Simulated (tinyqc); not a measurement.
Square on-chip spiral inductor, lumped pi model: two steps of the calculation.

Outer diameter do = di + 2 n wd + 2 (n - 1) sp, mean da = (do + di)/2, fill p = (do - di)/(do + di), length l = 4 n da. L = 2.34 mu0 n^2 da/(1 + 2.75 p), mu0 = 4 pi 1e-7 H/m. Rs = rho l/(wd delta (1 - exp(-th/delta))), delta = sqrt(rho/(pi f mu0)). Cs = n wd^2 eps0 eo/hu across the coil. At each end Cox = l wd eps0 eo/(2 ho) leads to the substrate branch Rsi = 2 rs he/(l wd) in parallel with Csi = l wd eps0 11.7/(2 he). With one end grounded Y = 1/(Rs + i w L) + i w Cs + 1/[1/(i w Cox) + 1/(1/Rsi + i w Csi)], w = 2 pi f; Q = -Im Y/Re Y. Eddy currents in neighbouring turns and in the substrate are left out.

Parameters, values chosen for the exercise; values of the order met in silicon radio-frequency processes: number of turns n = 1.5; line width wd = 15 um; space between turns sp = 1.5 um; inner diameter di = 60 um; metal thickness th = 3.4 um; metal resistivity rho = 2.2 uohm cm; oxide below the coil ho = 4.8 um; oxide between coil and underpass hu = 0.8 um; relative permittivity of the oxide eo = 4.1; substrate resistivity rs = 10 ohm cm; effective spreading depth in the substrate he = 80 um; frequency f = 1.5 GHz.

Constants: eps0 = 8.8541878128e-12 F/m. Results are converted to the units shown.

Task 1. Geometry and model elements. do, l, L, delta, Rs, Cs, Cox, Rsi and Csi as defined.

Give: do; l; L; delta; Rs; Cs; Cox; Rsi; Csi.

Result 1.

do = 106.50 um
l = 499.50 um
L = 0.31153 nH
delta = 1.9275 um
Rs = 0.45869 ohm
Cs = 15.315 fF
Cox = 28.333 fF
Rsi = 2135.5 ohm
Csi = 4.8511 fF

Task 2. Admittance, quality factor and apparent inductance. Series branch 1/(Rs + i w L), substrate branch, total Y, Q = -Im Y/Re Y, apparent inductance Im(1/Y)/w, metal-only value w L/Rs, share of the loss in the substrate Re(substrate branch)/Re Y.

L = 0.31153425 nH
Rs = 0.45868672 ohm
Cs = 15.314978 fF
Cox = 28.332709 fF
Rsi = 2135.4688 ohm
Csi = 4.8511127 fF

Wanted: series branch; substrate branch; Y; Q; apparent inductance; w L/Rs; share of the loss in the substrate.

Result 2.

series branch = 51.9-332.5i mS
substrate branch = 0.1053+0.1967i mS
Y = 52.0-332.1i mS
Q = 6.382
apparent inductance = 0.3118 nH
w L/Rs = 6.401
share of the loss in the substrate = 0.2023 %

Q is 99.7 % of the metal-only value.

Computed by the program tinyqc: `OMP_NUM_THREADS=1 python tinyqc.py 2302054 2302055 out.jsonl`, one thread of a shared Intel Xeon 2.30GHz, about 0.01 s for the whole run.
